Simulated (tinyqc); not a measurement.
From one set of inputs to another, one input at a time: quasi-harmonic thermal expansion with mode Grueneisen parameters. Computed by tinyqc, a small Python program. Command: `OMP_NUM_THREADS=1 python tinyqc.py 3016026 3016027 out.jsonl qha ladder`. One thread of a shared host (Intel(R) Xeon(R) Processor @ 2.30GHz), about 0.08 s of CPU time with the checks.

A crystal with two atoms a cell; per atom there are 1 transverse acoustic (TA), 1/2 longitudinal acoustic (LA) and 3/2 optical (O) modes. Every frequency of group i scales as nu_i (V/V0)^(-gamma_i). Each group has one frequency. Static energy: E = (9 V0 B0/16) [y^3 B' + y^2 (2 - 4 y)], y = (V0/V)^(2/3) - 1, with pressure P_s = (3 B0/2) (z^7 - z^5) [1 + (3/4)(B' - 4)(z^2 - 1)], z = (V0/V)^(1/3).

The inputs printed are set A. Set A is modelled on diamond; the values taken over come from a set modelled on zinc selenide. Inputs not listed in the table keep their values of set A, so the rows need not describe a real material.

Inputs (values chosen for the exercise, modelled on diamond): static volume V0 = 5.67 angstrom^3/atom; static bulk modulus B0 = 437 GPa; static B' = 3.54; frequency nu_TA = 21.6 THz; frequency nu_LA = 29.5 THz; frequency nu_O = 34.8 THz; Grueneisen parameter gamma_TA = 0.52; Grueneisen parameter gamma_LA = 0.94; Grueneisen parameter gamma_O = 1.2; temperature T = 300 K; step factor f = 0.8.

Acoustic groups: Einstein.

Constants: h x 1 THz = 4.135667696 meV; k_B = 8.617333262e-05 eV/K; 1 eV/angstrom^3 = 160.2176634 GPa.

Method:
- For a mode with x = h nu/(k_B T), n = 1/(exp(x) - 1): U = h nu (n + 1/2), C/k_B = x^2 n (n + 1); U_i and C_i sum these over group i with its weight per atom.
- Phonon pressure P_ph = sum_i gamma_i U_i/V.
- Start at V0 and step V(new) = V [1 + f (P_s + P_ph)/B0]; stop when |P_s + P_ph| < 1e-8 GPa, after 60 steps, or when V leaves 0.7 to 1.3 V0.
- B_T = -V d(P_s + P_ph)/dV at fixed T (central difference, step 1e-4 V); alpha_V = sum gamma_i C_i k_B/(B_T V), all at V(T); the linear coefficient is alpha_L = alpha_V/3.
- C_P - C_V = alpha_V^2 B_T V T; the optical frequency is nu_O (V/V0)^(-gamma_O).

Each row keeps all changes above it:
```
input moved                         from    to  linear expansion coefficient (ppm/K)  isothermal bulk modulus B_T (GPa)  C_P - C_V (k_B/atom)
set A                                  -     -                                 1.001                              429.1             4.822e-04
static volume V0 (angstrom^3/atom)  5.67  22.8                                 0.242                              435.0             1.139e-04
frequency nu_O (THz)                34.8  6.59                                 0.901                              435.4             1.580e-03
Grueneisen parameter gamma_O         1.2   1.4                                 1.028                              435.3             2.056e-03
Grueneisen parameter gamma_TA       0.52  -1.1                                 0.725                              436.9             1.024e-03
static B'                           3.54  4.88                                 0.725                              436.6             1.025e-03
Grueneisen parameter gamma_LA       0.94     1                                 0.728                              436.6             1.033e-03
temperature T (K)                    300    50                                 0.070                              437.6             1.580e-06
```

Linear expansion coefficient goes from 1.00 to 0.0697, a factor 0.0696 in all. The largest single move comes from temperature T (a factor 0.0957), and frequency nu_O works against it (a factor 3.73). Isothermal bulk modulus B_T goes from 429 to 438, a factor 1.020 in all. The largest single move comes from static volume V0 (a factor 1.014). C_P - C_V goes from 4.82e-4 to 1.58e-6, a factor 0.00328 in all. The largest single move comes from temperature T (a factor 0.00153), and frequency nu_O works against it (a factor 13.9). The single moves hold for this order of the switches; the total does not depend on the order.

Caution (rows temperature T): k_B T is far below h nu_TA; one frequency a group leaves out the long acoustic waves, so heat capacity and expansion coefficient come out far too small in size.

Extremes, crossings and ranges named in words are read from the listed rows.
